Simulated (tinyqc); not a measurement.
On-chip interconnect, size-dependent resistivity and RC delay: one step of the calculation.

A rectangular line between two neighbours and two ground planes. Surface and grain-boundary scattering are added to the bulk resistivity as corrections; capacitances are parallel-plate values without fringing; inductance is ignored.

Question. Node voltages after a time step. A 1 V step is applied behind Rd at t = 0. C dv/dt = -G v + b, with G the conductance matrix of the ladder (1/Rs between neighbours, 1/Rd added at node 0) and b = (1 V/Rd, 0, ...). Trapezoidal step: (C/dt + G/2) v(new) = (C/dt - G/2) v + b.

Parameters, values chosen for the exercise:
```
symbol  value  unit            meaning
Rd        310   ohm  driver resistance
dt      0.016    ps          time step
```

Rs = 1.9347658 ohm

```
node       C (fF)  v at t = 1 dt (V)
0     0.027447982         0.14694013
1     0.054895964         0.13635026
2     0.054895964         0.12757063
3     0.054895964         0.12048467
4     0.054895964         0.11499831
5      0.14744798         0.11103871
```

Wanted: v at t = 2 dt.

Answer.

v at t = 2 dt, node 0 to 5 (V): 0.22659  0.22756  0.22793  0.22793  0.22777  0.22757

Numbers from tinyqc (`OMP_NUM_THREADS=1 python tinyqc.py 2100124 2100125 out.jsonl`; about 0.01 s on one thread of a shared Intel Xeon 2.30GHz).
